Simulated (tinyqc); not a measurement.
Inside a calculation. Method: ROHF in the 3-21g basis, for H3, spin multiplicity 2. One step of it, computed by the program tinyqc.

Question. Iteration 2: building the Fock matrix. J_ij = sum D_kl (ij|kl) with D = D(alpha) + D(beta), K_ij = sum D_kl (ik|jl) for each spin; F = H + J - K(s); E = tr D H + tr D J / 2 - 0.5 sum_s tr D(s) K(s) + E_nn.

D(alpha) after iteration 1, lower triangle:
```
          1H 1s     1H 2s      2H 1s      2H 2s     3H 1s     3H 2s
1H 1s  0.045239
1H 2s  0.099139  0.217258
2H 1s  0.031479  0.068985   0.083646
2H 2s  0.054715  0.119906   0.170360   0.349613
3H 1s  0.031479  0.068985  -0.039838  -0.094214  0.083646
3H 2s  0.054715  0.119906  -0.094214  -0.217260  0.170360  0.349613
```

D(beta) after iteration 1, lower triangle:
```
          1H 1s     1H 2s     2H 1s     2H 2s     3H 1s     3H 2s
1H 1s  0.045239
1H 2s  0.099139  0.217258
2H 1s  0.031479  0.068985  0.021904
2H 2s  0.054715  0.119906  0.038073  0.066177
3H 1s  0.031479  0.068985  0.021904  0.038073  0.021904
3H 2s  0.054715  0.119906  0.038073  0.066177  0.038073  0.066177
```

core Hamiltonian H = T + V (hartree), lower triangle:
```
           1H 1s      1H 2s      2H 1s      2H 2s      3H 1s      3H 2s
1H 1s  -0.875674
1H 2s  -0.944304  -1.101784
2H 1s  -0.096573  -0.313068  -0.699634
2H 2s  -0.333423  -0.567395  -0.830612  -0.931040
3H 1s  -0.096573  -0.313068  -0.000016  -0.013104  -0.699634
3H 2s  -0.333423  -0.567395  -0.013104  -0.085522  -0.830612  -0.931040
```

Two-electron integrals (ij|kl) in chemists' order, unique and non-zero (hartree):
```
(11|11) 1.140145   (21|11) 0.611403   (21|21) 0.345152   (22|11) 0.626370
(22|21) 0.380329   (22|22) 0.482957   (31|11) 0.019898   (31|21) 0.012167
(31|22) 0.015344   (31|31) 0.000912   (32|11) 0.080950   (32|21) 0.051739
(32|22) 0.074555   (32|31) 0.004338   (32|32) 0.029784   (33|11) 0.352018
(33|21) 0.227139   (33|22) 0.342906   (33|31) 0.019898   (33|32) 0.170064
(33|33) 1.140145   (41|11) 0.170064   (41|21) 0.097312   (41|22) 0.109710
(41|31) 0.004338   (41|32) 0.018535   (41|33) 0.080950   (41|41) 0.029784
(42|11) 0.247149   (42|21) 0.153188   (42|22) 0.205159   (42|31) 0.008818
(42|32) 0.049668   (42|33) 0.247149   (42|41) 0.049668   (42|42) 0.110179
(43|11) 0.227139   (43|21) 0.146304   (43|22) 0.219138   (43|31) 0.012167
(43|32) 0.097312   (43|33) 0.611403   (43|41) 0.051739   (43|42) 0.153188
(43|43) 0.345152   (44|11) 0.342906   (44|21) 0.219138   (44|22) 0.321950
(44|31) 0.015344   (44|32) 0.109710   (44|33) 0.626370   (44|41) 0.074555
(44|42) 0.205159   (44|43) 0.380329   (44|44) 0.482957   (51|11) 0.019898
(51|21) 0.012167   (51|22) 0.015344   (51|31) 0.000316   (51|32) 0.001520
(51|33) 0.007026   (51|41) 0.002902   (51|42) 0.004895   (51|43) 0.004538
(51|44) 0.007019   (51|51) 0.000912   (52|11) 0.080950   (52|21) 0.051739
(52|22) 0.074555   (52|31) 0.001520   (52|32) 0.007779   (52|33) 0.036833
(52|41) 0.012790   (52|42) 0.024098   (52|43) 0.023790   (52|44) 0.036828
(52|51) 0.004338   (52|52) 0.029784   (53|11) 1.47e-06   (53|21) 8.05e-07
(53|22) 8.44e-07   (53|31) 2.69e-08   (53|32) 1.10e-07   (53|33) 4.81e-07
(53|41) 2.25e-07   (53|42) 3.35e-07   (53|43) 3.10e-07   (53|44) 4.68e-07
(53|51) 2.69e-08   (53|52) 1.10e-07   (54|11) 0.002627   (54|21) 0.001647
(54|22) 0.002231   (54|31) 0.000046   (54|32) 0.000228   (54|33) 0.001066
(54|41) 0.000402   (54|42) 0.000719   (54|43) 0.000688   (54|44) 0.001065
(54|51) 0.000128   (54|52) 0.000735   (54|54) 0.000020   (55|11) 0.352018
(55|21) 0.227139   (55|22) 0.342906   (55|31) 0.007026   (55|32) 0.036833
(55|33) 0.176040   (55|41) 0.057180   (55|42) 0.112013   (55|43) 0.113704
(55|44) 0.176039   (55|51) 0.019898   (55|52) 0.170064   (55|53) 4.81e-07
(55|54) 0.003754   (55|55) 1.140145   (61|11) 0.170064   (61|21) 0.097312
(61|22) 0.109710   (61|31) 0.002902   (61|32) 0.012790   (61|33) 0.057180
(61|41) 0.025523   (61|42) 0.040062   (61|43) 0.036912   (61|44) 0.056392
(61|51) 0.004338   (61|52) 0.018535   (61|53) 2.25e-07   (61|54) 0.000586
(61|55) 0.080950   (61|61) 0.029784   (62|11) 0.247149   (62|21) 0.153188
(62|22) 0.205159   (62|31) 0.004895   (62|32) 0.024098   (62|33) 0.112013
(62|41) 0.040062   (62|42) 0.073448   (62|43) 0.072288   (62|44) 0.110999
(62|51) 0.008818   (62|52) 0.049668   (62|53) 3.35e-07   (62|54) 0.001369
(62|55) 0.247149   (62|61) 0.049668   (62|62) 0.110179   (63|11) 0.002627
(63|21) 0.001647   (63|22) 0.002231   (63|31) 0.000128   (63|32) 0.000735
(63|33) 0.003754   (63|41) 0.000586   (63|42) 0.001369   (63|43) 0.002223
(63|44) 0.002666   (63|51) 0.000046   (63|52) 0.000228   (63|54) 0.000007
(63|55) 0.001066   (63|61) 0.000402   (63|62) 0.000719   (63|63) 0.000020
(64|11) 0.032600   (64|21) 0.019794   (64|22) 0.025136   (64|31) 0.000799
(64|32) 0.003880   (64|33) 0.017847   (64|41) 0.005710   (64|42) 0.010678
(64|43) 0.011405   (64|44) 0.016756   (64|51) 0.000799   (64|52) 0.003880
(64|53) 4.39e-08   (64|54) 0.000116   (64|55) 0.017847   (64|61) 0.005710
(64|62) 0.010678   (64|63) 0.000116   (64|64) 0.001308   (65|11) 0.227139
(65|21) 0.146304   (65|22) 0.219138   (65|31) 0.004538   (65|32) 0.023790
(65|33) 0.113704   (65|41) 0.036912   (65|42) 0.072288   (65|43) 0.073441
(65|44) 0.113701   (65|51) 0.012167   (65|52) 0.097312   (65|53) 3.10e-07
(65|54) 0.002223   (65|55) 0.611403   (65|61) 0.051739   (65|62) 0.153188
(65|63) 0.000688   (65|64) 0.011405   (65|65) 0.345152   (66|11) 0.342906
(66|21) 0.219138   (66|22) 0.321950   (66|31) 0.007019   (66|32) 0.036828
(66|33) 0.176039   (66|41) 0.056392   (66|42) 0.110999   (66|43) 0.113701
(66|44) 0.175937   (66|51) 0.015344   (66|52) 0.109710   (66|53) 4.68e-07
(66|54) 0.002666   (66|55) 0.626370   (66|61) 0.074555   (66|62) 0.205159
(66|63) 0.001065   (66|64) 0.016756   (66|65) 0.380329   (66|66) 0.482957
```

nuclear repulsion = 0.88020161 hartree

Give: Coulomb J; exchange K(alpha); exchange K(beta); F(alpha); F(beta); total energy of this density.

Answer.

Coulomb J (hartree), lower triangle:
```
        1H 1s   1H 2s   2H 1s   2H 2s   3H 1s   3H 2s
1H 1s  1.5174
1H 2s  0.9244  1.2219
2H 1s  0.0421  0.2455  1.3028
2H 2s  0.2705  0.5619  0.7895  1.0405
3H 1s  0.0421  0.2455  0.0000  0.0066  1.3028
3H 2s  0.2705  0.5619  0.0066  0.0636  0.7895  1.0405
```

exchange K(alpha) (hartree), lower triangle:
```
        1H 1s   1H 2s    2H 1s    2H 2s   3H 1s   3H 2s
1H 1s  0.3493
1H 2s  0.3464  0.4292
2H 1s  0.1045  0.1976   0.4796
2H 2s  0.1795  0.2739   0.4209   0.4383
3H 1s  0.1045  0.1976  -0.0298  -0.0100  0.4796
3H 2s  0.1795  0.2739  -0.0100   0.0276  0.4209  0.4383
```

exchange K(beta) (hartree), lower triangle:
```
        1H 1s   1H 2s   2H 1s   2H 2s   3H 1s   3H 2s
1H 1s  0.3460
1H 2s  0.3380  0.3921
2H 1s  0.0955  0.1391  0.1519
2H 2s  0.1708  0.2222  0.1536  0.1920
3H 1s  0.0955  0.1391  0.0313  0.0558  0.1519
3H 2s  0.1708  0.2222  0.0558  0.0989  0.1536  0.1920
```

F(alpha) (hartree), lower triangle:
```
         1H 1s    1H 2s    2H 1s    2H 2s    3H 1s    3H 2s
1H 1s   0.2924
1H 2s  -0.3663  -0.3091
2H 1s  -0.1590  -0.2652   0.1235
2H 2s  -0.2425  -0.2793  -0.4620  -0.3289
3H 1s  -0.1590  -0.2652   0.0297   0.0035   0.1235
3H 2s  -0.2425  -0.2793   0.0035  -0.0495  -0.4620  -0.3289
```

F(beta) (hartree), lower triangle:
```
         1H 1s    1H 2s    2H 1s    2H 2s    3H 1s    3H 2s
1H 1s   0.2957
1H 2s  -0.3579  -0.2720
2H 1s  -0.1500  -0.2067   0.4513
2H 2s  -0.2338  -0.2277  -0.1947  -0.0825
3H 1s  -0.1500  -0.2067  -0.0314  -0.0623   0.4513
3H 2s  -0.2338  -0.2277  -0.0623  -0.1209  -0.1947  -0.0825
```

total energy of this density = -1.479347 hartree
